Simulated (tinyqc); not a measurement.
Thin-film transistor with exponential tail and deep states, accumulation layer: two steps of the calculation.

An undoped film in accumulation, thicker than the space-charge layer. With band bending psi the Fermi level lies E0 - psi below the band edge. Free electrons n = n0 exp(psi/Vt) carry the current; electrons in two exponential distributions of traps, a = a0 exp(psi/Va) and d = d0 exp(psi/Vp), do not. Linear regime, ohmic contacts, traps in equilibrium.

Parameters, values chosen for the exercise; values close to those of amorphous silicon:
- T = 250 K (temperature)
- eps_r = 11.8 (relative permittivity of the semiconductor)
- Nc = 6.1e19 cm^-3 (density of extended states)
- Nt = 8.6e19 cm^-3 (total density of tail states)
- Tt = 310 K (characteristic temperature of the tail)
- Nd = 5.2e17 cm^-3 (total density of deep states)
- Td = 1130 K (characteristic temperature of the deep states)
- E0 = 0.57 eV (bulk Fermi level below the band edge)
- Ci = 100 nF/cm^2 (gate capacitance)
- Vg = 4.4 V (gate voltage above flat band)

Constants: q = 1.602176634e-19 C, kB = 1.380649e-23 J/K, Vt = kB T/q, eps0 = 8.8541878128e-14 F/cm where lengths are in cm. Results are converted to the units shown.

Question 1. Bulk densities. Va = kB Tt/q, Vp = kB Td/q; n0 = Nc exp(-E0/Vt), a0 = Nt th(T/Tt) exp(-E0/Va), d0 = Nd th(T/Td) exp(-E0/Vp), th(x) = pi x/sin(pi x).

Give: Va; Vp; th(T/Tt); n0; a0; d0.

Answer 1.

Va = 0.026714 V
Vp = 0.097376 V
th(T/Tt) = 4.4349
n0 = 1.9708e8 cm^-3
a0 = 2.0639e11 cm^-3
d0 = 1.6194e15 cm^-3

Question 2. Surface potential by Newton steps. Va = kB Tt/q, Vp = kB Td/q. G(psi) = sum over the three kinds of c0 [V (exp(psi/V) - 1) - psi], field F = sqrt(2 q G/(eps0 eps_r)); Vg = psi + eps0 eps_r F/Ci at the surface. f = psi + eps0 eps_r F/Ci - Vg, f' = 1 + q rho/(Ci F) with rho = sum c0 (exp(psi/V) - 1); psi(new) = psi - f/f'.

psi at the start = 0.32 V
n0 = 1.9707683e8 cm^-3
a0 = 2.0639428e11 cm^-3
d0 = 1.6194298e15 cm^-3

Find: F; f; f'; psi after iteration 1.

Answer 2.

F = 36.867 kV/cm
f = -3.6948 V
f' = 4.2651
psi after iteration 1 = 1.1863 V

Computed by the program tinyqc: `OMP_NUM_THREADS=1 python tinyqc.py 2610049 2610050 out.jsonl`, one thread of a shared Intel Xeon 2.30GHz, about 0.02 s for the whole run.
